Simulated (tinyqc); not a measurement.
Inside a calculation. Method: RKS/LDA (VWN5) in the sto-3g basis, for H3+, spin multiplicity 1. One step of it, computed by the program tinyqc.

Question. Orthogonalisation. S = U s U^T; symmetric (Loewdin) form X = U s^(-1/2) U^T, so that X^T S X = 1.

overlap S:
```
          1H 1s     2H 1s     3H 1s
1H 1s  1.000000  0.473231  0.473066
2H 1s  0.473231  1.000000  0.473066
3H 1s  0.473066  0.473066  1.000000
```

Give: eigenvalues of S; X.

Answer.

eigenvalues of S: 0.5268  0.5270  1.9462

X:
```
         1H 1s    2H 1s    3H 1s
1H 1s   1.1574  -0.2204  -0.2202
2H 1s  -0.2204   1.1574  -0.2202
3H 1s  -0.2202  -0.2202   1.1573
```
